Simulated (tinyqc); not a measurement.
RHF in the 6-31g basis, for H2, spin multiplicity 1, step by step. One step of it, computed by the program tinyqc.

Task: Iteration 67 (converged): orbitals. Diagonalise F' = X^T F X, C = X C', fill 1 alpha and 1 beta electrons from the bottom; D = 2 C_occ C_occ^T. Each column has its largest component positive (the first on a tie).

converged F (hartree):
```
           1H 1s      1H 2s      2H 1s      2H 2s
1H 1s   0.096661  -0.422293  -0.399823  -0.408824
1H 2s  -0.422293  -0.308548  -0.408824  -0.358573
2H 1s  -0.399823  -0.408824   0.096661  -0.422293
2H 2s  -0.408824  -0.358573  -0.422293  -0.308548
```

X:
```
           1H 1s      1H 2s      2H 1s      2H 2s
1H 1s   1.254088  -0.498783  -0.037348   0.030365
1H 2s  -0.498783   1.654984   0.030365  -0.661148
2H 1s  -0.037348   0.030365   1.254088  -0.498783
2H 2s   0.030365  -0.661148  -0.498783   1.654984
```

Give: F' = X^T F X; orbital energies; coefficients C; D after iteration 67.

Result:

F' = X^T F X (hartree):
```
         1        2        3        4
1   0.6063  -0.5743  -0.2541  -0.1297
2  -0.5743   0.2444  -0.1297  -0.1960
3  -0.2541  -0.1297   0.6063  -0.5743
4  -0.1297  -0.1960  -0.5743   0.2444
```

orbital energies (hartree): MO1 -0.5199, MO2 0.1587, MO3 0.9205, MO4 1.1422

coefficients C:
```
          MO1      MO2      MO3      MO4
1H 1s  0.2827   0.1727   0.8775  -0.9716
1H 2s  0.3388   1.1832  -0.6991   1.1926
2H 1s  0.2827  -0.1727   0.8775   0.9716
2H 2s  0.3388  -1.1832  -0.6991  -1.1926
```

D after iteration 67:
```
        1H 1s   1H 2s   2H 1s   2H 2s
1H 1s  0.1598  0.1915  0.1598  0.1915
1H 2s  0.1915  0.2295  0.1915  0.2295
2H 1s  0.1598  0.1915  0.1598  0.1915
2H 2s  0.1915  0.2295  0.1915  0.2295
```
